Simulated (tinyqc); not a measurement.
Slater-Koster d bands of an fcc metal: sweeps and comparisons. A value that a table varies takes the place of the one given here.

Slater-Koster d bands. For a bond with direction cosines (l, m, n) the 5 x 5 block is dds Ps + ddp Pp + ddd (1 - Ps - Pp), the projectors on sigma, pi and delta states about the bond; for instance <xy|xy> = 3 l^2 m^2 dds + (l^2 + m^2 - 4 l^2 m^2) ddp + (n^2 + l^2 m^2) ddd, <xy|yz> = 3 l m^2 n dds + l n (1 - 4 m^2) ddp + l n (m^2 - 1) ddd and <3z2-r2|3z2-r2> = (n^2 - (l^2 + m^2)/2)^2 dds + 3 n^2 (l^2 + m^2) ddp + (3/4)(l^2 + m^2)^2 ddd. H(k) sums the blocks times cos(k.R) over the neighbours; the d level is the zero of energy; k in 2 pi/a.

Neighbours: twelve at (a/2)(1,1,0) and equivalents.

Mesh: k = f1 b1 + f2 b2 + f3 b3 with fractions (j + 1/2)/N, j = 0 to N - 1, and b = (-1,1,1), (1,-1,1), (1,1,-1) for fcc, (0,1,1), (1,0,1), (1,1,0) for bcc, unit vectors for simple cubic. The lowest Nd/10 of all levels are filled with two electrons each; the bond energy is their sum per atom.

Parameters, chosen for this exercise (of the size met in Ni; the results hold for these values, not for the real material): dds = -0.407 eV (dd sigma); ddp = 0.248 eV (dd pi); ddd = -0.049 eV (dd delta); N = 8 (mesh); f2 = 0.487 (factor for second neighbours in bcc).

## Band filling: full bands against the rectangular model

W = sqrt(12 mu2) with mu2 the mean square level on the mesh; rectangular model: Fermi level W (Nd/10 - 1/2), bond energy -W Nd (10 - Nd)/20. The Fermi level of the mesh is the highest filled level.

Per atom (eV):
```
Nd  EF, bands  bond energy, bands  EF, rectangle  bond energy, rectangle
1      -1.100              -1.397         -1.163                  -1.308
2      -0.869              -2.391         -0.872                  -2.326
3      -0.605              -3.129         -0.581                  -3.053
4      -0.271              -3.576         -0.291                  -3.489
5       0.055              -3.672          0.000                  -3.634
6       0.390              -3.435          0.291                  -3.489
7       0.613              -2.912          0.581                  -3.053
8       0.871              -2.155          0.872                  -2.326
9       1.083              -1.170          1.163                  -1.308
```

W = 2.907 eV
full width on the mesh = 3.283 eV

The bond energy is deepest at Nd = 5 (-3.672 eV); the rectangle has its minimum at 5. The two differ most at Nd = 8, by 0.171 eV or 5 % of the deepest value: the second moment fixes the parabola, and higher moments the rest. At Nd = 3 and 7 the bands give -3.129 and -2.912 eV, a skew towards less than half filling.

## Which lattice a d-band metal prefers

fcc has twelve neighbours, bcc eight and six (the six times f2), simple cubic six. The integrals of bcc and sc are scaled so that all three have the second moment of fcc, which stands for equal repulsion (structural energy difference theorem). s and p electrons are left out.

Bond energy per atom:
```
Nd  fcc (eV)  bcc - fcc (meV)  sc - fcc (meV)
1     -1.397               96              -3
2     -2.391               51              14
3     -3.129              -60             117
4     -3.576             -152             212
5     -3.672              -31             228
6     -3.435              149              71
7     -2.912              183            -100
8     -2.155               81            -222
9     -1.170              -67            -230
```

scale factors: bcc 1.1285, sc 1.4142

mu3/mu2^1.5: fcc -0.214, bcc -0.204, sc 0.000

mu4/mu2^2: fcc 1.835, bcc 1.701, sc 2.237

largest change of a difference when N is raised to 14 = 16 meV

fcc is lowest for Nd = 2 and 6. bcc is lowest for Nd = 3, 4 and 5. sc is lowest for Nd = 1, 7, 8 and 9. bcc gains most on fcc at Nd = 4 (-152 meV). A small fourth moment marks a two-peaked band, which tends to favour fillings near one half; bcc has -7 % against fcc, and at Nd = 5 it lies -31 meV from fcc (differences of a few tens of meV are within the error of the mesh; hcp is left out, and this d-only model can miss the lattice of the real metal). The third moments, from three-membered rings, skew the bands. That simple cubic wins anywhere comes from keeping d bands and equal second moments alone; no transition metal takes it. Differences below about 16 meV are within the error of this mesh, and the s and p electrons left out weigh most where the d band is nearly empty or full.

## What each integral does

Levels at Gamma, E(t2g) = 3 dds + 4 ddp + 5 ddd, E(eg) = 1.5 dds + 6 ddp + 4.5 ddd, and W = sqrt(12 mu2), the width of a rectangular band with the same second moment mu2 = z (dds^2 + 2 ddp^2 + 2 ddd^2)/5, z = 12. Each row changes one parameter from the base and keeps the others.

Results:
```
case              t2g (eV)  eg (eV)  W (eV)
base               -0.4740   0.6570  2.9072
dds = -0.468 eV    -0.6570   0.5655  3.1605
ddp = 0.2108 eV    -0.6228   0.4338  2.7329
ddd = -0.0563 eV   -0.5105   0.6241  2.9148
```

The largest shifts from the base row, up to three for each result and ties (the steps differ in size, so this ranks the rows, not the parameters). t2g (eV): dds -0.1830, ddp -0.1488, ddd -0.0365. eg (eV): ddp -0.2232, dds -0.0915, ddd -0.0329. W (eV): dds +0.2533, ddp -0.1743, ddd +0.0076. The ratio of the shifts of t2g and eg names the integral: 3 : 1.5 for dds, 4 : 6 for ddp, 5 : 4.5 for ddd.

tinyqc: `OMP_NUM_THREADS=1 python tinyqc.py 1450132 1450133 out.jsonl`; about 0.05 s, one thread, shared Intel(R) Xeon(R) Processor @ 2.30GHz.
